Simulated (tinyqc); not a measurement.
# Bandgap voltage reference from two bipolar transistors: output against temperature

Two transistors of area 1 and N carry the same current I. Is(T) = Is (T/T0)^eta exp[(Vg0 q/kB)(1/T0 - 1/T)], VBE1 = Vt ln(I/Is(T)) + I rb, VBE2 = Vt ln(I/(N Is(T))) + I rb/N. The amplifier forces I R1(T) = VBE1 - VBE2 + Vos, with R(T) = R (1 + tc (T - T0)) for both resistors, and the output is Vref = VBE1 + I R2(T). Base currents and the Early effect are neglected.

Vt = kB T/q; I = (Vt ln N + Vos)/(R1(T) - rb (1 - 1/N)).

Values chosen for this exercise; values of the order met in silicon bipolar transistors: reference temperature T0 = 300 K; band-gap voltage extrapolated to 0 K Vg0 = 1.181 V; temperature exponent of the saturation current eta = 3; saturation current of the unit transistor at T0 Is = 2.1e-16 A; area ratio of the second transistor N = 8; resistor across which the difference of VBE falls, at T0 R1 = 7.5 kohm; temperature coefficient of both resistors tc = 0 ppm/K; offset of the amplifier Vos = 0.6 mV; series resistance of the unit transistor rb = 140 ohm; output resistor at T0 R2 = 78.78 kohm.

Constants: q = 1.602176634e-19 C, kB = 1.380649e-23 J/K. Results are converted to the units shown.

Output against temperature:

| T (K) | I (uA) | VBE1 (V) | I R2 (V) | Vref (V) | Vref - Vref(T0) (mV) | dVref/dT (uV/K) |
|---|---|---|---|---|---|---|
| 218 | 5.376 | 0.7918 | 0.4235 | 1.215 | 6.120 | -45.66 |
| 233 | 5.741 | 0.7623 | 0.4523 | 1.215 | 5.348 | -57.13 |
| 253 | 6.226 | 0.7227 | 0.4905 | 1.213 | 4.062 | -71.32 |
| 273 | 6.712 | 0.6829 | 0.5288 | 1.212 | 2.503 | -84.44 |
| 298 | 7.319 | 0.6328 | 0.5766 | 1.209 | 0.2002 | -99.54 |
| 323 | 7.927 | 0.5823 | 0.6245 | 1.207 | -2.464 | -113.4 |
| 348 | 8.534 | 0.5314 | 0.6723 | 1.204 | -5.462 | -126.3 |
| 373 | 9.141 | 0.4803 | 0.7201 | 1.200 | -8.770 | -138.2 |
| 398 | 9.748 | 0.4289 | 0.7680 | 1.197 | -12.37 | -149.4 |
| 423 | 10.36 | 0.3772 | 0.8158 | 1.193 | -16.24 | -159.9 |

Read the table: what changes, and by how much?

VBE1 falls by 2.02 mV/K on average and I R2 rises by 1.91 mV/K. The slope of Vref vanishes at T = 167 K. Between 233 and 398 K Vref spans 17.7 mV, or 89.0 ppm/K by the box method (span over the average over T, over 165 K).

Computed by the program tinyqc: `OMP_NUM_THREADS=1 python tinyqc.py 2062192 2062193 out.jsonl`, one thread of a shared Intel Xeon 2.30GHz, about 0.03 s for the whole run.
